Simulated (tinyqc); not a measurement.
# From best beta back to longitudinal mass m_l

Model: donor in an ellipsoidal valley (Kohn-Luttinger variational method). Computed by tinyqc, a small Python program. Command: `OMP_NUM_THREADS=1 python tinyqc.py 3030567 3030568 out.jsonl kohnlutt inv`. One thread of a shared host (Intel(R) Xeon(R) Processor @ 2.30GHz), about 0.1 s of CPU time with the checks.

H = -(d^2/dx^2 + d^2/dy^2) - gamma d^2/dz^2 - 2/r in units built on m_t, with gamma = m_t/m_l and z along the valley axis. One valley; no valley-orbit or central-cell term.

Inputs (values chosen for the exercise, modelled on diamond): transverse mass m_t = 0.335 m_0; dielectric constant eps = 5.75.

Constants: Ry = 13.605693123 eV; a_0 = 0.529177210903 angstrom.

Method:
- Ry* = Ry m_t/eps^2, a* = a_0 eps/m_t, gamma = m_t/m_l.
- Trial function exp(-sqrt((x^2 + y^2)/a^2 + z^2/b^2)) with beta = b/a < 1: E = t/a^2 - u/a, t = (2 + gamma/beta^2)/3, u = 2 arcsin(sqrt(1 - beta^2))/sqrt(1 - beta^2); the best a is 2 t/u and E(beta) = -u^2/(4 t).
- Golden-section search on beta from 0.05 to 0.999, 60 steps.

Question. A run gave the result below. Find the longitudinal mass m_l, known to lie between 0.74 and 1.7 m_0.

best beta = 0.6026373

Answer.

Each step takes the trial c = (a f_b - b f_a)/(f_b - f_a), f being the result less the target and a, b, c the logarithms of the listed values; c replaces end b, the old b replaces a if the sign of f changed, and otherwise f_a is halved.

Scan of the range:
```
longitudinal mass m_l (m_0)  best beta
0.740                         0.754891
0.850                         0.718929
0.976                         0.684834
1.120                         0.652557
1.290                         0.621054
1.480                         0.591937
1.700                         0.563999
```

False position (Illinois rule, in the logarithm of the input) inside the bracket:
```
step    end a    end b    trial  best beta
1     1.29000  1.48000  1.40712   0.602469
2     1.29000  1.40712  1.40493   0.602797
3     1.40712  1.40493  1.40600   0.602637
4     1.40493  1.40600  1.40600   0.602637
5     1.40493  1.40600  1.40600   0.602637
6     1.40600  1.40600  1.40600   0.602637
7     1.40600  1.40600  1.40600   0.602637
8     1.40600  1.40600  1.40600   0.602637
9     1.40600  1.40600  1.40600   0.602637
10    1.40600  1.40600  1.40600   0.602637
```

Best beta falls at every point of a 13-point scan of the range (every second point is shown), so one value fits; it is bracketed by 1.29 and 1.48. Answer: longitudinal mass m_l = 1.406 m_0.

Caution: a* is only a few bond lengths, so central-cell and valley-orbit terms are large.
